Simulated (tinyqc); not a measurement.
## MOS capacitor on a p-type substrate, surface potential from the exact charge relation: Capacitance-voltage curves

Uniform p-type substrate, Boltzmann statistics, full ionisation, classical densities. psi is the surface potential against the body (positive when the bands bend down) and u = psi/Vt. Traps are spread evenly over the gap and neutral at flat band, so their charge is -q Dit psi; the minority quasi-Fermi level is shifted by Vb.

ni = sqrt(Nc Nv) exp(-Eg/(2 Vt)), Eg in volts; phiF = Vt ln(N/ni); Cox = eps0 eox/tox; Vfb = phiM - chi - (Eg - Vt ln(Nv/N)) - q Nf/Cox; Q0 = sqrt(2 eps0 eps_r q N Vt); r = (ni/N)^2 exp(-Vb/Vt); VT = Vfb + [(2 phiF + Vb)(1 + q Dit/Cox) + sqrt(2 eps0 eps_r q N (2 phiF + Vb))/Cox]. u = psi/Vt; F^2 = exp(-u) + u - 1 + r (exp(u) - u - 1); Qs = -sign(u) Q0 F; Cs = -dQs/dpsi = (Q0/Vt) |1 - exp(-u) + r (exp(u) - 1)|/(2 F). psi solves Vg = Vfb + psi + (q Dit psi - Qs)/Cox. Low frequency: 1/C_LF = 1/Cox + 1/(Cs + q Dit). High frequency, in the simple estimate in which traps and minority carriers do not follow: 1/C_HF = 1/Cox + 1/Cd, Cd being Cs with r = 0 at the same psi. Deep depletion: r = 0 and Dit = 0 both in the equation for psi and in Cs. Minority sheet density N_inv = (Q0/(2 q)) int_0^u r (exp(t) - 1)/F(t) dt for u > 0. N_inv under 1 cm^-2 is printed as 0. Regimes: accumulation when majority carriers gather, then depletion up to |psi| = phiF + Vb, weak inversion up to 2 phiF + Vb, strong inversion beyond.

Values chosen for this exercise; band and dielectric values close to those of 4H silicon carbide: temperature T = 293 K; band gap Eg = 3.25 eV; relative permittivity eps_r = 9.57; conduction-band density of states at T Nc = 1.64e19 cm^-3; valence-band density of states at T Nv = 2.44e19 cm^-3; electron affinity chi = 3.6 eV; acceptor density of the substrate N = 2.7e17 cm^-3; relative permittivity of the gate insulator (close to hafnium oxide) eox = 21.9; insulator thickness tox = 15 nm; gate work function phiM = 4.84 eV; fixed charge at the interface, in units of q Nf = 0 cm^-2; density of interface traps Dit = 2.9e11 cm^-2 eV^-1; reverse bias of the inversion layer against the body Vb = 0 V.

Constants: q = 1.602176634e-19 C, kB = 1.380649e-23 J/K, Vt = kB T/q, eps0 = 8.8541878128e-14 F/cm where lengths are in cm. Results are converted to the units shown.

Capacitance-voltage curves:
```
Vg (V)   psi (V)  C_LF/Cox  C_HF/Cox  C_deep/Cox  N_inv (cm^-2)            regime
-2.48    -0.1320    0.9014    0.9011      0.9019              0      accumulation
-1.99   -0.04070    0.6354    0.6306      0.6326              0      accumulation
-1.49     0.2885    0.1936    0.1695      0.1673              0         depletion
-0.99     0.7078    0.1399    0.1125      0.1109              0         depletion
-0.49      1.144    0.1189   0.09010     0.08876              0         depletion
0          1.579    0.1071   0.07752     0.07634              0    weak inversion
0.5        2.027   0.09907   0.06892     0.06785              0    weak inversion
1          2.479   0.09321   0.06266     0.06169          4.127    weak inversion
1.5        2.934   0.08972   0.05786     0.05695        2.492e8    weak inversion
1.99       3.167    0.8830   0.05579     0.05322       1.895e12  strong inversion
2.49       3.204    0.9490   0.05548     0.05009       5.610e12  strong inversion
```

Read the table: what changes, and by how much?

C_LF/Cox is lowest, 0.0897, at Vg = 1.5 V (weak inversion) among the rows listed and is 0.949 in the last row, where C_HF/Cox is 0.0555 and the deep-depletion value 0.0501. Vfb = -1.90 V, where C_HF/Cox = 0.482 (Cox in series with eps0 eps_r/LD), and VT = 1.61 V. Over the last two rows psi moves by only 0.074 V a volt of gate bias, since the inversion charge screens the body. The traps add q Dit = 0.036 Cox beside Cs, which lifts C_LF above C_HF even in depletion. In strong accumulation and inversion degeneracy and confinement, left out here, lower the capacitance.

tinyqc, about 0.01 s, one thread, Intel Xeon 2.30GHz (shared host): `OMP_NUM_THREADS=1 python tinyqc.py 2060107 2060108 out.jsonl`
